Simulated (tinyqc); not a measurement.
Quantum against classical capture: non-radiative capture by multiphonon emission, one effective mode. Computed by tinyqc, a small Python program. Command: `OMP_NUM_THREADS=1 python tinyqc.py 3005698 3005699 out.jsonl capture walk`. One thread of a shared host (Intel(R) Xeon(R) Processor @ 2.30GHz), about 0.01 s of CPU time with the checks.

The initial state (free carrier plus empty centre) lies dE above the final state; both have the same frequency and are displaced by dQ.

Inputs (values chosen for the exercise, with mass, screening and phonons like those of GaSb):

| quantity | value | unit |
|---|---|---|
| energy released dE | 0.176 | eV |
| phonon energy hbar omega | 12.6 | meV |
| Huang-Rhys factor S | 6.37 | - |
| electron-phonon coupling W | 0.01 | eV/(u^(1/2) angstrom) |
| cell volume V | 1860 | angstrom^3 |
| degeneracy g | 2 | - |
| broadening b | 10 | meV |
| carrier mass m | 0.0385 | m_0 |
| dielectric constant eps | 15.6 | - |
| temperature T | 300 | K |

Centre: attractive.

Constants: hbar^2/u = 4.18015928e-03 eV angstrom^2; k_B = 8.617333262e-05 eV/K; hbar = 6.582119569e-16 eV s; Ry = 13.605693123 eV.

Method:
- dQ = sqrt(2 S (hbar^2/u)/hbar omega); relaxation energy lambda = S hbar omega; phonons needed P = dE/hbar omega; classical barrier E_b = (dE - lambda)^2/(4 lambda); occupation n = 1/(exp(hbar omega/k_B T) - 1).
- M_p = sum_m w_m <m_i|Q|(m + p)_f>^2 with Q counted from the final minimum and Boltzmann weights w_m for m = 0..24; <m_i|Q|k_f> = sqrt((hbar^2/u)/(2 hbar omega)) [sqrt(k) <m|k-1> + sqrt(k+1) <m|k+1>], with overlaps of oscillators displaced by d = sqrt(2 S) summed on 1500 points from -16 to 16 + d.
- The delta function is a Gaussian of standard deviation b at dE - p hbar omega.
- C_0 = V (2 pi/hbar) g W^2 sum_p M_p Gaussian_p. Here the sum runs over all p.
- Classical (Marcus) form: replace the sum by Q_c^2 exp(-E_b/k_B T)/sqrt(4 pi lambda k_B T), Q_c = dQ (dE + lambda)/(2 lambda).
- Sommerfeld factor of an attractive centre: s(k) = 2 pi nu/(1 - exp(-2 pi nu)), nu = sqrt(Ry*/E), Ry* = Ry m/eps^2, averaged over (2/sqrt(pi)) sqrt(x) exp(-x) dx with x = E/k_B T = t^2 (trapezoid, t to 6 in steps of 0.01).
- The last column is -k_B d ln C_0/d(1/T) from this row and the one above.

dQ = 2.05587 u^(1/2) angstrom

lambda = 0.080262 eV

classical barrier E_b = 0.0285495 eV

Against temperature:

| T (K) | C_0, quantum (cm^3/s) | C_0, classical (cm^3/s) | Sommerfeld factor | activation energy (eV) |
|---|---|---|---|---|
| 12 | 1.2665e-08 | 1.2112e-18 | 10.239 | - |
| 22 | 1.2724e-08 | 2.5219e-13 | 7.585 | 1.0579e-05 |
| 37 | 1.3569e-08 | 8.7147e-11 | 5.890 | 3.0048e-04 |
| 58 | 1.6854e-08 | 1.7809e-09 | 4.762 | 1.9095e-03 |
| 88 | 2.4540e-08 | 1.0135e-08 | 3.941 | 5.5080e-03 |
| 130 | 3.7776e-08 | 2.8140e-08 | 3.331 | 1.0125e-02 |
| 200 | 5.8388e-08 | 5.5355e-08 | 2.801 | 1.3937e-02 |
| 320 | 8.0604e-08 | 8.1448e-08 | 2.361 | 1.4819e-02 |

At 12.0 K the quantum value is 1.0e10 times the classical one: C_0 comes from tunnelling out of the lowest level and hardly depends on T. At 320 K the ratio is 0.99. The largest apparent activation energy is 0.015 eV against the classical barrier of 0.029 eV, so an Arrhenius fit understates the barrier, through tunnelling and the broadening b at low T and the T^(-1/2) prefactor at high T. The measured coefficient is C = s C_0, and s changes by a factor 0.23 over these rows, so C changes by 1.5 where C_0 changes by 6.4.

Extremes, crossings and ranges named in words are read from the listed rows.
